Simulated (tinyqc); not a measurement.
Changing the width sigma_m of the model charge: correction of a charged-defect supercell by a model charge and potential alignment (plane-averaged potentials). Computed by tinyqc, a small Python program. Command: `OMP_NUM_THREADS=1 python tinyqc.py 3113822 3113823 out.jsonl align sweep`. One thread of a shared host (Intel(R) Xeon(R) Processor @ 2.30GHz), about 0.02 s of CPU time with the checks.

The "true" defect charge is (1 - x) q in a Gaussian of width sigma plus x q in one of width sigma_t, so the exact answer is known; the correction sees only a single model Gaussian of width sigma_m. A Gaussian of width s has the transform rho(G) = exp(-G^2 s^2/2), normalised to 1. A uniform background cancels q, so G = 0 is left out. Potentials are those felt by a unit positive charge. E_0 is the formation energy of the isolated defect, E_cell its value in the supercell, E_lat = E_iso - E_per of the model charge, C the true less the model potential far from the defect; the exact correction is E_0 - E_cell, and the error of a scheme is E_cell plus its correction less E_0.

Inputs (values chosen for the exercise, with screening close to that of diamond):

| quantity | value | unit |
|---|---|---|
| defect charge q | 1 | e |
| dielectric constant eps | 5.61 | - |
| edge of the cubic cell L | 17.3 | angstrom |
| width sigma of the true defect charge | 1.7 | angstrom |
| share x of the charge in a wide tail | 0.27 | - |
| width sigma_t of the tail | 3.7 | angstrom |
| formation energy of the isolated defect E_0 | 3.23 | eV |

Constants: e^2/(4 pi eps_0) = 14.39964548 eV angstrom.

Method:
- Periodic energy E_per = (2 pi q^2/(eps L^3)) (e^2/(4 pi eps_0)) sum_(G != 0) rho(G)^2/G^2, G = (2 pi/L)(n1, n2, n3), |n_i| <= 16. Isolated energy: two Gaussians of charges q_a, q_b and widths a, b interact by q_a q_b (e^2/(4 pi eps_0 eps)) sqrt(2/pi)/sqrt(a^2 + b^2), and the self-energy is half the sum over pairs.
- Supercell value E_cell = E_0 + E_per - E_iso for the true charge.
- E_lat = E_iso - E_per for the model charge; point-charge value alpha q^2 e^2/(4 pi eps_0 eps 2 L) with alpha = 2.837297.
- Plane-averaged potential at distance z from the defect: V(z) = (4 pi q/(eps L^3)) (e^2/(4 pi eps_0 e)) sum_(m != 0) rho(G_m) cos(G_m z)/G_m^2, G_m = 2 pi m/L, |m| <= 40.
- C = difference at z = L/2; E_corr = E_cell + E_lat - q C. For charges that have died out at L/2, C = (2 pi q/(eps L^3)) (e^2/(4 pi eps_0 e)) (<s^2> - sigma_m^2), <s^2> = (1 - x) sigma^2 + x sigma_t^2.

One run for each value:

| width sigma_m of the model charge (angstrom) | E_lat (eV) | alignment C (V) | error without alignment (meV) | error with alignment (rounded to 1e-4 meV) (meV) |
|---|---|---|---|---|
| 0.87 | 0.2081 | 0.01502 | 15.69 | 0.6707 |
| 1.10 | 0.2067 | 0.01361 | 14.28 | 0.6707 |
| 1.20 | 0.2060 | 0.01289 | 13.56 | 0.6707 |
| 1.40 | 0.2044 | 0.01127 | 11.94 | 0.6707 |
| 1.60 | 0.2025 | 0.00941 | 10.08 | 0.6707 |
| 1.80 | 0.2004 | 0.00729 | 7.96 | 0.6707 |
| 2.00 | 0.1980 | 0.00492 | 5.59 | 0.6700 |
| 2.20 | 0.1954 | 0.00231 | 2.97 | 0.6662 |

Describe and explain the trends.

Over the rows, E_lat (eV) falls from 0.208 to 0.195 (exponent d ln y / d ln x -0.029 between the first rows and -0.14 between the last); alignment C (V) falls from 0.0150 to 0.00231 (exponent d ln y / d ln x -0.42 between the first rows and -7.9 between the last); error without alignment (meV) falls from 15.7 to 2.97 (exponent d ln y / d ln x -0.40 between the first rows and -6.6 between the last). E_lat and q C each change with the model width, by 13 and 13 meV over the rows, while the aligned error changes by 0.0 meV.
